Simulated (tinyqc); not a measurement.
Heavy doping: gap narrowing, degeneracy and the minority density, step by step. Values are carried at full precision from step to step, so a last printed digit may differ when a step is redone from the rounded ones.

Empirical narrowing (Slotboom form, constants chosen for the exercise; published fits of this form give the apparent narrowing, here it is taken as the true one): dEg = E0 [ln(N/N0) + sqrt(ln(N/N0)^2 + C)].

Constants: kB = 8.617333262e-05 eV/K; e^2/(4 pi eps0) = 14.39964547 eV angstrom.

Parameters, chosen for this exercise (gap and densities of states near those of Ge at this temperature; narrowing constants of the size fitted for Si, not for this material; the results hold for these values, not for the real material):
```
symbol  value     unit    meaning
N       1.1e+19   1/cm^3  ionised donors, equal to the majority density
E0      9.79      meV     narrowing scale
N0      8.5e+16   1/cm^3  onset density
C       0.5               smoothing constant
Nc      2e+19     1/cm^3  conduction-band density of states
Eg      0.607     eV      gap
Nv      9.59e+18  1/cm^3  valence-band density of states
T       450       K
eps     16.5              dielectric constant
Mv      4                 majority valleys
```

## Gap narrowing

Evaluate at N.

ln(N/N0) = 4.8630
dEg (empirical fit) = 95.72 meV

Well above N0 each decade of doping adds 2 E0 ln 10 = 45.1 meV.

## Degeneracy of the majority band

F_j(eta) = (1/Gamma(j + 1)) integral_0^infinity x^j dx/(1 + exp(x - eta)), which tends to exp(eta) for eta << 0.

Majority: N = Nc F_1/2(eta), eta the distance of EF beyond the majority band edge in kT. Degeneracy factor gam = F_1/2(eta)/exp(eta). ni0^2 = Nc Nv exp(-Eg/kT); product n p = ni0^2 gam exp(dEg/kT), dEg the true narrowing; apparent narrowing dEa = dEg + kT ln gam; minority density = n p/N.

Solve for eta and form gam.

N/Nc = 0.5500
eta = -0.4049
gam = 0.8245

## Product and minority density

Combine both effects.

ni0 = 5.53e+15 1/cm^3
exp(dEg/kT) = 11.8
dEa = 88.2 meV
sqrt(n p) = 1.72e+16 1/cm^3
minority density = 2.70e+13 1/cm^3

Narrowing multiplies the product by 11.8 and degeneracy by 0.824; together they change the minority density by a factor 9.73 against ni0^2/N.

## Two estimates of the size

Two physical estimates, e2 = e^2/(4 pi eps0), N in 1/angstrom^3: exchange shift at the Fermi level, Ex = (e2/eps) kF/pi with kF = (3 pi^2 N/Mv)^(1/3); screened-pair energy (Lanyon-Tuft), Es = (3/4)(e2/eps) qs with qs^2 = (4 pi e2 N/(eps kT)) F_-1/2(eta)/F_1/2(eta).

Evaluate both at N.

kF = 0.04334 1/angstrom
Ex = 12.04 meV
Es = 33.44 meV

Against the fitted dEg = 95.7 meV, Ex is 0.13 and Es 0.35 times as large; each keeps one mechanism only, and Ex assumes a strongly degenerate gas, while here eta is only -0.40.

## Checks

- Minority density against the Boltzmann occupation of the other band at the narrowed gap (1/cm^3): both 2.701e+13.

(tinyqc, `OMP_NUM_THREADS=1 python tinyqc.py 1680132 1680133 out.jsonl`, Intel(R) Xeon(R) Processor @ 2.30GHz, 1 thread, shared host, about 0.01 s.)
